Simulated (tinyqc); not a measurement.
Bond angle at oxygen: bond unit of a tetrahedral oxide and its oxygen vacancy in tight binding.

Two sp3 hybrids h1, h2 at eh = (es + 3 ep)/4 point at one oxygen with orbitals s, px, py, pz; x joins the two cations, z bisects the angle phi, and th = (180 - phi)/2. With u = hbar^2/(m d^2) = 2c/d^2, c = hbar^2/2m0: Vhs = -(1.32 + sqrt3 x 1.42) u/2 and Vhp = (1.42 + sqrt3 x 2.22) u/2. <h|s> = Vhs for both; <h1|px> = Vhp cos(th), <h2|px> = -Vhp cos(th); <h|pz> = Vhp sin(th) for both; py is a lone pair. The unit holds 8 electrons. Coupling between units, which widens the levels into bands, is left out.

Constants: hbar^2/2m0 = 3.80998211 eV angstrom^2.

Parameters, chosen for this exercise (near tabulated values for SiO2; shifted at random, so the results belong to these values and not to a real crystal): es = -15 eV (s level of the cation); ep = -7.49 eV (p level of the cation); eos = -33.61 eV (s level of oxygen); eop = -16.72 eV (p level of oxygen); d = 1.63 angstrom (cation-oxygen distance).

phi is varied at fixed d. Levels above eop; cation-cation distance 2 d cos(th); band energy is twice the sum of the four filled levels, relative to phi = 180; excess on O is the number of electrons on oxygen less 6.

Against phi:
```
phi (deg),distance (angstrom),level 2,level 3,level 5,level 6,excess on O,band energy (eV)
110,2.670,-5.812,-2.654,12.387,13.164,0.911,-2.019
120,2.823,-6.275,-2.119,11.812,13.627,0.937,-1.796
130,2.955,-6.676,-1.593,11.250,14.028,0.974,-1.474
140,3.063,-7.010,-1.096,10.724,14.362,1.020,-1.089
150,3.149,-7.273,-0.657,10.261,14.626,1.072,-0.689
160,3.210,-7.463,-0.307,9.893,14.816,1.120,-0.335
170,3.248,-7.578,-0.079,9.655,14.931,1.157,-0.089
180,3.260,-7.616,0.000,9.573,14.969,1.171,0.000
```

Bending moves coupling from px to pz: level 2 rises from -7.62 to -5.81 eV and level 3 falls from 0.00 to -2.65 eV between 180 and 110 degrees. The lowest empty level is lowest at 180 degrees (9.57 eV) and highest at 110 (12.39 eV), so a spread of angles in a glass smears the conduction edge. The band energy is lowest at 110 degrees of those listed (-2.02 eV); the repulsion of the cations, not included, opposes bending.

Run: tinyqc, `OMP_NUM_THREADS=1 python tinyqc.py 1482543 1482544 out.jsonl`; Intel(R) Xeon(R) Processor @ 2.30GHz, one thread, shared host; about 0.01 s of CPU time with all checks.
